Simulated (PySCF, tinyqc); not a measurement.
Worked calculation: CIS on RHF in the sto-3g basis, frozen core, for Be, spin multiplicity 1. The lowest restricted solution is unstable here: a spin-polarised one lies 0.0012 hartree lower (PySCF). One step of it, computed by the program tinyqc.

Question. Orthogonalisation. S = U s U^T; symmetric (Loewdin) form X = U s^(-1/2) U^T, so that X^T S X = 1.

overlap S, lower triangle:
```
           1Be 1s    1Be 2s   1Be 2px   1Be 2py   1Be 2pz
1Be 1s   1.000000
1Be 2s   0.259517  1.000000
1Be 2px  0.000000  0.000000  1.000000
1Be 2py  0.000000  0.000000  0.000000  1.000000
1Be 2pz  0.000000  0.000000  0.000000  0.000000  1.000000
```

Give: eigenvalues of S; X.

Answer.

eigenvalues of S: 0.7405  1.0000  1.0000  1.0000  1.2595

X, lower triangle:
```
          1Be 1s  1Be 2s  1Be 2px  1Be 2py  1Be 2pz
1Be 1s    1.0266
1Be 2s   -0.1355  1.0266
1Be 2px   0.0000  0.0000   1.0000
1Be 2py   0.0000  0.0000   0.0000   1.0000
1Be 2pz   0.0000  0.0000   0.0000   0.0000   1.0000
```
